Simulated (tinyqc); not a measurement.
Thermal RC ladder, step response: one step of the calculation.

A ladder of 3 nodes: R_i joins node i to node i + 1, the last R to the ambient; C_i is the heat capacity of node i; theta is the rise above ambient, zero at t = 0. d theta/dt = -A theta + b with b = (Pw/C_1, 0, ...), times in ms.

Problem. The rate matrix. A = C^(-1) K, K_ii = 1/R_(i-1) + 1/R_i (no first term for node 1), K_(i,i+1) = K_(i+1,i) = -1/R_i.

Inputs (values chosen for the exercise):
```
symbol             value  unit                           meaning
R       [1.8, 0.31, 1.8]   K/W  resistances, junction to ambient
C          [0.94, 3, 33]  mJ/K      heat capacities of the nodes
```

Find: A.

Solution.

A (1/ms):
```
        node 1  node 2  node 3
node 1   0.591  -0.591   0.000
node 2  -0.185   1.260  -1.075
node 3   0.000  -0.098   0.115
```

Numbers from tinyqc (`OMP_NUM_THREADS=1 python tinyqc.py 2520011 2520012 out.jsonl`; about 0.01 s on one thread of a shared Intel Xeon 2.30GHz).
